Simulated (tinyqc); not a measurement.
Six-band Luttinger-Kohn model with strain: one step. Band edges at k = 0. Three cases, with inputs chosen for the exercise.

Question. Diagonalise H at k = 0. The weights add +m and -m (m along z) and are averaged over each pair.

Six-band Luttinger-Kohn model in the basis |3/2,3/2>, |3/2,1/2>, |3/2,-1/2>, |3/2,-3/2>, |1/2,1/2>, |1/2,-1/2>, electron energies, zero at the top of the unstrained valence band. H = -[rows: (P+Q, -S, R, 0, -S/r2, r2 R); (-S*, P-Q, 0, R, -r2 Q, r32 S); (R*, 0, P-Q, S, r32 S*, r2 Q); (0, R*, S*, P+Q, -r2 R*, -S*/r2); (-S*/r2, -r2 Q, r32 S, -r2 R, P+Dso, 0); (r2 R*, r32 S*, r2 Q, -S/r2, 0, P+Dso)], r2 = sqrt(2), r32 = sqrt(3/2). Levels are twofold.

P = c g1 k^2 - av tr(e); Q = c g2 (kx^2 + ky^2 - 2 kz^2) - (b/2)(exx + eyy - 2 ezz); R = c sqrt3 [-g2 (kx^2 - ky^2) + 2i g3 kx ky] + (sqrt3/2) b (exx - eyy) - i d exy; S = 2 c sqrt3 g3 (kx - i ky) kz - d (exz - i eyz); c = hbar^2/2m0, e the strain tensor (not engineering shear).

Constants: hbar^2/2m0 = 3.80998211 eV angstrom^2.

Case 1.

Values chosen (near those of Ge; not measured data):
- Dso = 0.292 eV (spin-orbit splitting)
- g1 = 13.39 (Luttinger gamma1)
- g2 = 4.24 (gamma2)
- g3 = 5.7 (gamma3)
- av = 1.24 eV (valence hydrostatic potential)
- b = -2.53 eV (tetragonal shear potential)
- d = -5.26 eV (trigonal shear potential)

strain tensor:
```
             x            y           z
x  -0.00137394  -0.00145958  0.00000000
y  -0.00145958  -0.00137394  0.00000000
z   0.00000000   0.00000000  0.00102754
```

Case 2.

Values chosen (near those of Si; not measured data):
- Dso = 0.044 eV (spin-orbit splitting)
- g1 = 4.33 (Luttinger gamma1)
- g2 = 0.34 (gamma2)
- g3 = 1.43 (gamma3)
- av = 2.49 eV (valence hydrostatic potential)
- b = -2.13 eV (tetragonal shear potential)
- d = -4.76 eV (trigonal shear potential)

strain tensor:
```
             x            y           z
x  -0.00384853  -0.00422535  0.00000000
y  -0.00422535  -0.00384853  0.00000000
z   0.00000000   0.00000000  0.00324062
```

Case 3.

Values chosen (near those of InSb; not measured data):
- Dso = 0.817 eV (spin-orbit splitting)
- g1 = 34.8 (Luttinger gamma1)
- g2 = 15.54 (gamma2)
- g3 = 16.48 (gamma3)
- av = 0.36 eV (valence hydrostatic potential)
- b = -2.01 eV (tetragonal shear potential)
- d = -4.67 eV (trigonal shear potential)

strain tensor:
```
             x            y           z
x  -0.01886734   0.00000000  0.00000000
y   0.00000000  -0.01886734  0.00000000
z   0.00000000   0.00000000  0.02074305
```

Give: edges from the top; weights at k = 0.

Answer.

Case 1.

edges from the top (eV): 0.0083  -0.0119  -0.2948

weights at k = 0:
```
               top  second  third
|3/2,+-3/2>  0.803   0.195  0.001
|3/2,+-1/2>  0.195   0.805  0.001
|1/2,+-1/2>  0.002   0.000  0.998
```

The stress splits the top two pairs by 20.2 meV, 0.78 times kT at 300 K (25.85 meV); the third lies 303.0 meV below the top, against Dso = 292 meV without stress.

Case 2.

edges from the top (eV): 0.0288  -0.0353  -0.0707

weights at k = 0:
```
               top  second  third
|3/2,+-3/2>  0.651   0.281  0.068
|3/2,+-1/2>  0.199   0.699  0.102
|1/2,+-1/2>  0.150   0.020  0.830
```

The stress splits the top two pairs by 64.1 meV, 2.48 times kT at 300 K (25.85 meV); the third lies 99.5 meV below the top, against Dso = 44 meV without stress.

Case 3.

edges from the top (eV): 0.0735  -0.0689  -0.8399

weights at k = 0:
```
               top  second  third
|3/2,+-3/2>  1.000   0.000  0.000
|3/2,+-1/2>  0.000   0.978  0.022
|1/2,+-1/2>  0.000   0.022  0.978
```

The stress splits the top two pairs by 142.4 meV, 5.51 times kT at 300 K (25.85 meV); the third lies 913.4 meV below the top, against Dso = 817 meV without stress.

Computed by tinyqc, one run a case: `OMP_NUM_THREADS=1 python tinyqc.py N N+1 out.jsonl` with N = 1050707, 1050726, 1050809; one thread of a shared Intel(R) Xeon(R) Processor @ 2.30GHz, about 0.2 s a run at most.
